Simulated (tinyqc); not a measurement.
Single-junction solar cell, detailed-balance limit: one step of the calculation.

Every photon above the gap Eg makes one pair and none below is absorbed; carriers thermalise at T and move without loss. Jsc = q fs X Phi(Eg, Ts); the dark current is J0 = q ge Phi(Eg, T)/ERE with the Boltzmann factor exp(V/Vt). The efficiency is the electrical power over fs X sigma Ts^4.

Problem. Photocurrent, dark current and incident power. Photon flux above E from a black body at temperature T into a hemisphere: Phi(E, T) = A sum_k exp(-k E/th)[E^2 th/k + 2 E th^2/k^2 + 2 th^3/k^3], k = 1, 2, ..., with th = kB T/q in eV and A = 2 pi q^3/(h^3 c^2). Jsc = q fs X Phi(Eg, Ts), J0 = q ge Phi(Eg, T)/ERE. Pin = fs X sigma Ts^4, sigma = 2 pi^5 kB^4/(15 h^3 c^2).

Parameters, values chosen for the exercise:
```
symbol    value  unit                                    meaning
T           350     K                           cell temperature
Ts         7000     K          temperature of the black-body sun
fs      2.16e-5        share of the hemisphere filled by the sun
X             1                                    concentration
ERE      0.0001                    external radiative efficiency
ge            2                        number of faces that emit
Eg         0.82    eV                                   band gap
```

Constants: q = 1.602176634e-19 C, kB = 1.380649e-23 J/K, h = 6.62607015e-34 J s, c = 299792458 m/s. Results are converted to the units shown.

Give: Jsc; J0; Pin.

Solution.

Jsc = 137.31 mA/cm^2
J0 = 0.010768 mA/cm^2
Pin = 294.07 mW/cm^2

tinyqc, about 0.01 s, one thread, Intel Xeon 2.30GHz (shared host): `OMP_NUM_THREADS=1 python tinyqc.py 2820007 2820008 out.jsonl`
